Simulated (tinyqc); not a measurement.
Born-von Karman spring model of a cubic crystal with one atom per cell: one step, computed by the program tinyqc. Command: `OMP_NUM_THREADS=1 python tinyqc.py 3010696 3010697 out.jsonl springs walk`. One thread of a shared host (Intel(R) Xeon(R) Processor @ 2.30GHz), about 0.1 s of CPU time with the checks.

First neighbours lie at a/2 (1,1,1) (8 of them), second at a (1,0,0) (6), with all permutations and signs; the volume per atom is Omega = a^3/2. Two shells of springs match a real metal only roughly, above all at the zone boundary.

Question. Dynamical matrix at q. A neighbour at R with unit vector n couples by the matrix K(R) = kL n n^T + kT (1 - n n^T), and D(q) = (1/M) sum_R K(R) [1 - cos(q.R)].

Inputs (values chosen for the exercise, modelled on tungsten): atomic mass M = 183.84 u; radial spring k1L = 5.38 eV/angstrom^2; transverse spring k1T = -0.19 eV/angstrom^2; radial spring k2L = 3.1 eV/angstrom^2; transverse spring k2T = -0.024 eV/angstrom^2.

Lattice: bcc.

wave vector q (2 pi/a): [0.31, 0.45, 0]

Give: D(q).

Answer.

D(q) (eV/(angstrom^2 u)), rows x, y, z:
$$\begin{pmatrix}
0.1118 & 0.0660 & 0.0000 \\
0.0660 & 0.1316 & 0.0000 \\
0.0000 & 0.0000 & 0.0653
\end{pmatrix}$$
